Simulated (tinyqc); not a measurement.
Charge-trap memory cell: one step of the calculation.

Channel, tunnel oxide, storage layer, blocking layer, gate. N electrons per area sit in a sheet at the centroid and shift the threshold by U = (q/eps0) N (tb/eb + xc tn/en). EOT = t1 + 3.9 (tn/en + tb/eb); tunnel field F = (Vg - U)/EOT; dN/dt = eta (J/q)(1 - N/Nm). Fowler-Nordheim: J = A F^2 exp(-B/F), A = q^2/(16 pi^2 hbar mo phi) (times 1e14 for A/cm^2 with F in V/nm, emitter mass m0), B = (4/3) sqrt(mo/C) phi^1.5, C = hbar^2/(2 m0).

Task. Midpoint steps of growing length. N(half) = N + (d/2) r(N), N(new) = N + d r(N(half)), r = dN/dt; the step starts at d0 and is multiplied by gr each time. Field in the blocking layer (3.9 F + q N/eps0)/eb.

Values chosen for this exercise; oxide values close to those of silicon dioxide, storage layer close to silicon nitride, blocking layer close to aluminium oxide: tunnel barrier phi = 3.12 eV; tunnelling mass mo = 0.41 m0; tunnel oxide (permittivity 3.9) t1 = 4.5 nm; storage layer tn = 5.5 nm; its relative permittivity en = 7.6; blocking layer tb = 13.7 nm; its relative permittivity eb = 9; charge centroid, share of tn counted from the blocking side xc = 0.32; capture efficiency of an empty layer eta = 0.87; trap density Nm = 1.2e13 cm^-2; gate voltage less flat band and surface potential Vg = 14.5 V; first time step d0 = 1.1e-6 s; growth of the step gr = 1.8; steps n = 8.

Constants: q = 1.602176634e-19 C, hbar = 1.054571817e-34 J s, m0 = 9.1093837015e-31 kg, eps0 = 8.8541878128e-14 F/cm where lengths are in cm, hbar^2/(2 m0) = 0.0380998212 eV nm^2. Results are converted to the units shown.

Wanted: t; N; U; F; blocking field.

Result.

```
step     t (s)  N (cm^-2)  U (V)  F (V/nm)  blocking field (V/nm)
0            0          0  0.000     1.094                 0.4739
1     1.100e-6   2.147e11  0.068     1.088                 0.4760
2     3.080e-6   5.395e11  0.171     1.081                 0.4791
3     6.644e-6   9.914e11  0.315     1.070                 0.4835
4     1.306e-5   1.564e12  0.496     1.056                 0.4891
5     2.461e-5   2.230e12  0.708     1.040                 0.4956
6     4.539e-5   2.954e12  0.937     1.023                 0.5026
7     8.281e-5   3.704e12  1.176     1.005                 0.5099
8     1.501e-4   4.460e12  1.416     0.987                 0.5173
```

Range of the model: The Fowler-Nordheim form needs F t1 above phi; trap-assisted paths and leakage through the blocking layer are left out.

Numbers from tinyqc (`OMP_NUM_THREADS=1 python tinyqc.py 2130132 2130133 out.jsonl`; about 0.06 s on one thread of a shared Intel Xeon 2.30GHz).
